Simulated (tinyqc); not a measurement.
Full law against its linear and parabolic limits: Deal-Grove kinetics of thermal oxidation of silicon. Computed by tinyqc, a small Python program. Command: `OMP_NUM_THREADS=1 python tinyqc.py 3013757 3013758 out.jsonl oxide walk`. One thread of a shared host (Intel(R) Xeon(R) Processor @ 2.30GHz), about 0.02 s of CPU time with the checks.

Oxidant diffuses through the oxide and reacts at the interface, so that dx/dt = B/(A + 2x) for the oxide thickness x.

Inputs (values chosen for the exercise, close to those used for silicon):
```
quantity                       value    unit
prefactor B0                     812  um^2/h
activation energy E_B           1.21      eV
prefactor (B/A)0            6.56e+06    um/h
activation energy E_A           2.01      eV
temperature T                    950       C
oxidant pressure p               0.1     atm
pressure exponent m of B/A      0.78       -
initial oxide x_i              0.025      um
time t                           1.6       h
```

Ambient: dry oxygen. Surface: (111).

Constants: k_B = 8.617333262e-05 eV/K.

Method:
- B = B0 p exp(-E_B/(k_B T)), B/A = (B/A)0 p^m exp(-E_A/(k_B T)), p in atm; A = B/(B/A).
- Temperatures in kelvin are T(C) + 273.15.
- tau = (x_i^2 + A x_i)/B and x = (A/2) [sqrt(1 + 4 B (t + tau)/A^2) - 1], the root of x^2 + A x = B (t + tau).
- Silicon consumed is 0.44 times the oxide grown; the rate is B/(A + 2x).
- Linear limit x = (B/A)(t + tau); parabolic limit x = sqrt(B (t + tau)).

tau = 5.13894 h

length A = 0.147541 um

parabolic constant B = 8.39383e-04 um^2/h

linear constant B/A = 0.00568913 um/h

Thickness (um):
```
t (h)     full  linear limit  parabolic limit    2x/A
0.05   0.02521       0.02952          0.06600  0.3418
0.1    0.02542       0.02981          0.06631  0.3446
0.25   0.02606       0.03066          0.06726  0.3532
0.5    0.02710       0.03208          0.06880  0.3674
1      0.02916       0.03493          0.07178  0.3953
2      0.03316       0.04061          0.07741  0.4495
4      0.04074       0.05199          0.08758  0.5523
8      0.05457       0.07475          0.10502  0.7397
16     0.07850       0.12026          0.13321  1.0641
32     0.11758       0.21129          0.17656  1.5939
```

What follows from these numbers?

Both limits lie above the full result, since each drops one resistance. The linear law overshoots by 17 % in the first row and 80 % in the last, the parabolic law by 160 % and 50 %. The better limit switches between 16 and 32 h; both give the same value where B (t + tau) = A^2, at 2x/A = sqrt5 - 1 = 1.24.

Extremes, crossings and ranges named in words are read from the listed rows.
